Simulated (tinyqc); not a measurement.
What each parameter of the potential does: deformation potentials from a strained empirical pseudopotential.

Diamond lattice, no spin-orbit coupling. Atomic form factor V(q) = a1 (q^2 - a2)/(a3 exp(a4 q^2) - 1) in rydberg with q in 1/bohr, for the unstrained cell. Under a strain e the reciprocal vectors and k go over into (1 + e)^(-1) G, the atoms sit at +/- tau with tau = (1 + e) a (1,1,1)/8 - zeta a (eyz, ezx, exy)/4, and H(G,G') = c |k + G|^2 delta + (V(q)/det(1 + e)) cos(q.tau), q = G - G', with the term q = 0 left out; c = hbar^2/2m0. The basis is fixed before straining: all G with |k + G|^2 up to 16 (2 pi/a)^2. k is given in units of 2 pi/a of the unstrained cell.

Constants: hbar^2/2m0 = 3.80998211 eV angstrom^2; Ry = 13.60569312 eV; a0 (Bohr radius) = 0.5291772105 angstrom.

Inputs chosen for the exercise (near those of Si; shifted at random, so the results belong to these values and not to a real crystal):
- a = 5.426 angstrom (lattice constant)
- a1 = 0.542
- a2 = 2.196
- a3 = 2.065
- a4 = 0.491
- kD = 0.82 2 pi/a (position of the Delta minimum)

Gaps from the valence top to level 8 at Gamma and level 5 at (kD,0,0) and L, and their deformation potentials [E(+h) - E(-h)]/(3 ln((1 + h)/(1 - h))) for e = +/- h 1, h = 0.002. The row for the lattice constant keeps V(q) without the volume factor, so it is not a strain. Each row changes one parameter from the base and keeps the others.

Results:
```
case               Gamma (eV)  Delta (eV)  L (eV)  potential Gamma (eV)  potential Delta (eV)  potential L (eV)
base                    4.050       1.089   1.977                 -8.73                  2.70             -1.87
a = 5.48 angstrom       3.918       1.381   2.078                 -9.03                  2.39             -2.07
a1 = 0.537              4.008       1.023   1.929                 -8.66                  2.71             -1.86
a2 = 2.218              3.933       1.164   1.973                 -8.81                  2.65             -1.91
a3 = 2.086              4.003       0.996   1.913                 -8.64                  2.70             -1.87
a4 = 0.496              3.956       1.004   1.902                 -8.57                  2.78             -1.80
```

The largest shifts from the base row, up to three for each result and ties (the steps differ in size, so this ranks the rows, not the parameters). Gamma (eV): a -0.132, a2 -0.117, a4 -0.094. Delta (eV): a +0.292, a3 -0.094, a4 -0.086. L (eV): a +0.100, a4 -0.076, a3 -0.064. potential Gamma (eV): a -0.29, a4 +0.17, a3 +0.09. potential Delta (eV): a -0.31, a4 +0.08, a2 -0.05; unchanged at the printed digits by a3. potential L (eV): a -0.19, a4 +0.08, a2 -0.04; unchanged at the printed digits by a3.

Run: tinyqc, `OMP_NUM_THREADS=1 python tinyqc.py 1850097 1850098 out.jsonl`; Intel(R) Xeon(R) Processor @ 2.30GHz, one thread, shared host; about 0.2 s of CPU time with all checks.
